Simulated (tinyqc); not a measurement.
Gas flow in a process chamber: flow regimes, conductance, effective pumping speed, pump-down, outgassing and purge. From one set of inputs to another, one input at a time. Computed by tinyqc, a small Python program. Command: `OMP_NUM_THREADS=1 python tinyqc.py 3121037 3121038 out.jsonl pump ladder`. One thread of a shared host (Intel(R) Xeon(R) Processor @ 2.30GHz), about 0.01 s of CPU time with the checks.

Ideal gas, isothermal flow, a pump of constant speed at the end of a round pipe; process gas, volume gas and outgassing are given the same properties. 1 sccm = 101325 Pa x 1e-6 m^3/60 s x T/273.15 K.

The inputs printed are set A. Set A is modelled on hydrogen near room temperature; the values taken over come from a set modelled on water vapour near room temperature. Inputs not listed in the table keep their values of set A, so the rows need not describe a real material.

Inputs (values chosen for the exercise, modelled on hydrogen near room temperature):
```
quantity            value           unit
molar mass M        2.016          g/mol
molecular diameter   0.27             nm
viscosity eta         8.9  micropascal s
temperature T         300              K
chamber volume V       20              L
pipe diameter d        25             cm
pipe length l          29             cm
pump speed S          270            L/s
process gas flow      450           sccm
```

Constants: k_B = 1.380649e-23 J/K; u = 1.6605390666e-27 kg.

Method:
- Mean speed c = sqrt(8 k_B T/(pi m)); aperture conductance C_a = c pi d^2/16; molecular pipe C_m = C_a/(1 + 3 l/(4 d)) (Dushman form); viscous pipe C_v = pi d^4 p_mean/(128 eta l); Knudsen interpolation C = C_v + C_m (1 + x)/(1 + 1.24 x), x = d p_mean sqrt(m/(k_B T))/eta.
- Effective speed 1/S_eff = 1/S + 1/C_m; time constant V/S_eff; pressure at which the free path k_B T/(sqrt2 pi d_m^2 p) equals d.
- Steady flow: the pump inlet is at p_2 = Q/S, and the chamber pressure p_1 solves Q = C((p_1 + p_2)/2) (p_1 - p_2). Residence time = p_1 V/Q.
- Knudsen number = free path at the mean pressure over d.

Each row keeps all changes above it:
```
input moved               from     to  chamber pressure p_1 (Pa)  S_eff in molecular flow (L/s)  conductance C (L/s)
set A                        -      -                      3.098                         263.88           1.2437e+05
chamber volume V (L)        20     26                      3.098                         263.88           1.2437e+05
pipe length l (cm)          29     35                      3.099                         263.31           1.0386e+05
molar mass M (g/mol)     2.016  18.02                      3.100                         250.94           9.8142e+04
pump speed S (L/s)         270     46                     18.146                          45.41           5.6134e+05
process gas flow (sccm)    450    300                     12.098                          45.41           3.7519e+05
pipe diameter d (cm)        25    6.3                     12.445                          30.39           1.5953e+03
```

Chamber pressure p_1 goes from 3.10 to 12.4, a factor 4.02 in all. The largest single move comes from pump speed S (a factor 5.85), and process gas flow works against it (a factor 0.667). S_eff in molecular flow goes from 264 to 30.4, a factor 0.115 in all. The largest single move comes from pump speed S (a factor 0.181). Conductance C goes from 124000 to 1600, a factor 0.0128 in all. The largest single move comes from pipe diameter d (a factor 0.00425), and pump speed S works against it (a factor 5.72). The single moves hold for this order of the switches; the total does not depend on the order.

Extremes, crossings and ranges named in words are read from the listed rows.
